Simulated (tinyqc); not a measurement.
Conduction-band offset of an n-N heterojunction from carrier-profile moments: an error in the interface position.

Layer 1 (x < 0) accumulates electrons and layer 2 (x > 0) is depleted. Boltzmann statistics. The bands bend down by V1 in layer 1 and up by V2 in layer 2, with V1 + V2 = VD = dE + Vt ln[(N2/Nc2)/(N1/Nc1)].

A C-V profile smears n(x) but keeps its zeroth and first moments: si = -int (N - n) dx, VD = (q/(eps0 eps_r)) int (N - n) x dx, dE = VD - Vt ln[(N2/Nc2)/(N1/Nc1)]. With the step of N placed at xi and the moment taken about xi, VD changes by (q/(eps0 eps_r)) [si xi + (N2 - N1) xi^2/2] and si by (N2 - N1) xi.

Parameters, values chosen for the exercise; values of the order of III-V alloys:
- eps_r = 12.7 (relative permittivity of both layers)
- N1 = 1.3e16 cm^-3 (donor density in layer 1)
- N2 = 2.4e16 cm^-3 (donor density in layer 2)
- si = 0 cm^-2 (fixed charge at the interface)

Constants: q = 1.602176634e-19 C, eps0 = 8.8541878128e-14 F/cm where lengths are in cm. Results are converted to the units shown.

Results:

| xi (nm) | error of si (cm^-2) | error of dE (meV) |
|---|---|---|
| -30 | -3.300e10 | 7.053 |
| -22.5 | -2.475e10 | 3.967 |
| -15 | -1.650e10 | 1.763 |
| -7.5 | -8.250e9 | 0.4408 |
| 0 | 0 | 0 |
| 15 | 1.650e10 | 1.763 |
| 22.5 | 2.475e10 | 3.967 |
| 30 | 3.300e10 | 7.053 |

Estimate the missing row, xi = 7.5 nm.

Computed row:

| xi (nm) | error of si (cm^-2) | error of dE (meV) |
|---|---|---|
| 7.5 | 8.250e9 | 0.4408 |

With this row back in the table: Among the rows the error of dE lies between 0 and 7.05 meV, quadratic in xi, since without interface charge the first-order term vanishes; the error of si is linear, 1.10e9 cm^-2 a nanometre.

Program tinyqc, `OMP_NUM_THREADS=1 python tinyqc.py 2410009 2410010 out.jsonl`; Intel Xeon 2.30GHz, shared host, one thread, about 0.08 s.
